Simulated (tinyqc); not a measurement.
# Worked calculation: p-n diode with diffusion and depletion-layer recombination

tinyqc, about 0.01 s, one thread, Intel Xeon 2.30GHz (shared host): `OMP_NUM_THREADS=1 python tinyqc.py 2260027 2260028 out.jsonl` Printed values are rounded.

Abrupt junction in the depletion approximation, low injection, full ionisation, neutral widths fixed, ohmic contact on the p side. Vj is the junction voltage; where a series resistance Rs is given, V = Vj + J Rs is the terminal voltage.

Values chosen for this exercise; band and dielectric values close to those of indium phosphide: temperature T = 293 K; band gap Eg = 1.34 eV; relative permittivity eps_r = 12.3; conduction-band density of states at T Nc = 5.42e17 cm^-3; valence-band density of states at T Nv = 1.06e19 cm^-3; acceptor density Na = 1.7e16 cm^-3; donor density Nd = 7.4e15 cm^-3; electron mobility in the p side mun = 3300 cm^2/(V s); hole mobility in the n side mup = 170 cm^2/(V s); electron lifetime tn = 1e-6 s; hole lifetime tp = 3e-9 s; neutral width of the p side wp = 51 um; neutral width of the n side wn = 1.6 um; recombination velocity at the n contact Sp = 1e7 cm/s; series resistance Rs = 0.00031 ohm cm^2; trap level above the intrinsic level Et = 0.1 eV; junction voltage at which recombination is evaluated Vj = 0.42 V; terminal voltage V = 1.27 V.

Constants: q = 1.602176634e-19 C, kB = 1.380649e-23 J/K, Vt = kB T/q, eps0 = 8.8541878128e-14 F/cm where lengths are in cm. Results are converted to the units shown.

Range of the model: At the terminal voltage used the injected minority density exceeds a tenth of the lighter doping, so the low-injection formulas overstate the current.

## Diffusion lengths and saturation currents

ni = sqrt(Nc Nv) exp(-Eg/(2 Vt)), Eg in volts; D = mu Vt; Ln = sqrt(Dn tn), Lp = sqrt(Dp tp); J0n = q ni^2 Dn coth(wp/Ln)/(Ln Na); J0p = (q ni^2 Dp/(Lp Nd)) (s + tanh(wn/Lp))/(1 + s tanh(wn/Lp)), s = Sp Lp/Dp.

ni = 7.16548e6 cm^-3
Ln = 91.2803 um
Lp = 1.13476 um
J0n = 8.71162e-18 A/cm^2
J0p = 4.73366e-17 A/cm^2

wp/Ln = 0.56 and wn/Lp = 1.4; holes carry 84.5 % of the diffusion current.

## Recombination in the depleted layer

ni = sqrt(Nc Nv) exp(-Eg/(2 Vt)), Eg in volts. Vbi = Vt ln(Na Nd/ni^2), W = sqrt(2 eps0 eps_r (Vbi - Vj)(1/Na + 1/Nd)/q), xp = W Nd/(Na + Nd), xn = W Na/(Na + Nd); u(x) = q Na (x + xp)^2/(2 eps0 eps_r) for x < 0 and Vbi - Vj - q Nd (xn - x)^2/(2 eps0 eps_r) for x > 0; p = Na exp(-u/Vt), n = Nd exp((u - Vbi + Vj)/Vt); U = ni^2 (exp(Vj/Vt) - 1)/(tp (n + ni exp(Et/Vt)) + tn (p + ni exp(-Et/Vt))); J_scr = q times the integral of U from -xp to xn. Trapezoid rule on 14 equal steps.

W = 413.711 nm

```
point    x (nm)     u (V)   n (cm^-3)   p (cm^-3)  U (cm^-3 s^-1)
0      -125.470  0.000000     50617.0      1.7e16      5.06170e10
1       -95.919  0.010920     78005.2  1.10312e16      7.80052e10
2       -66.368  0.043679   2.85499e5  3.01398e15      2.85499e11
3       -36.817  0.098278   2.48165e6  3.46741e14      2.48165e12
4        -7.267  0.174717   5.12307e7  1.67964e13      5.12307e13
5        22.284  0.264082   1.76469e9  4.87614e11      1.76467e15
6        51.835  0.344889  4.33102e10  1.98681e10      4.30261e16
7        81.386  0.416188  7.29441e11   1.17966e9      2.55395e17
8       110.937  0.477982  8.43084e12   1.02065e8      3.38831e16
9       140.487  0.530268  6.68700e13   1.28681e7      4.28907e15
10      170.038  0.573048  3.63975e14   2.36415e6      7.88046e14
11      199.589  0.606321  1.35954e15   6.32928e5      2.10976e14
12      229.140  0.630088  3.48491e15   2.46919e5      8.23062e13
13      258.691  0.644348  6.13016e15   1.40370e5      4.67900e13
14      288.242  0.649101      7.4e15   1.16282e5      3.87608e13
```

J_scr = 1.60767e-7 A/cm^2

With 2000 steps J_scr = 1.503e-7 A/cm^2; the coarse value is 6.9 % above it. U is largest at x = 81.4 nm among these points; the peak lies where tp n = tn p. On the fine grid U peaks at 2.677e17 cm^-3 s^-1, and J_scr/(q U_max) is 8.47 % of W, the effective width of the recombining zone.

## Starting value

Vj = V.

Vj at the start = 1.27 V

## Iteration 1: new Vj

J0 = J0n + J0p = 5.60483e-17 A/cm^2

Diffusion current alone: J = J0 (exp(Vj/Vt) - 1), g = Vj + J Rs - V, g' = 1 + Rs J0 exp(Vj/Vt)/Vt, Vj(new) = Vj - g/g'.

J = 3.92044e5 A/cm^2
g = 121.534 V
g' = 4814.44
Vj after iteration 1 = 1.24476 V

## Iteration 2: new Vj

As before.

J = 1.44255e5 A/cm^2
g = 44.6937 V
g' = 1772.13
Vj after iteration 2 = 1.21954 V

## Course of the iteration

Stop when the step is below 1e-10 V, or after 80 iterations.

Course of the iteration:
```
iteration  Vj before the step (V)   step (V)
1                            1.27    -0.0252
2                         1.24476    -0.0252
3                         1.21954    -0.0251
4                         1.19440    -0.0248
5                         1.16957    -0.0239
6                         1.14570    -0.0211
7                         1.12460    -0.0147
8                         1.10989   -5.70e-3
9                         1.10419   -6.53e-4
10                        1.10354   -7.47e-6
11                        1.10353  -9.58e-10
12                        1.10353    < 1e-14
```

Converged in 12 iterations. In 4 iterations the step is within 3 % of -Vt = -25.2 mV: far above the solution the exponential dominates and a Newton step lowers its exponent by one.
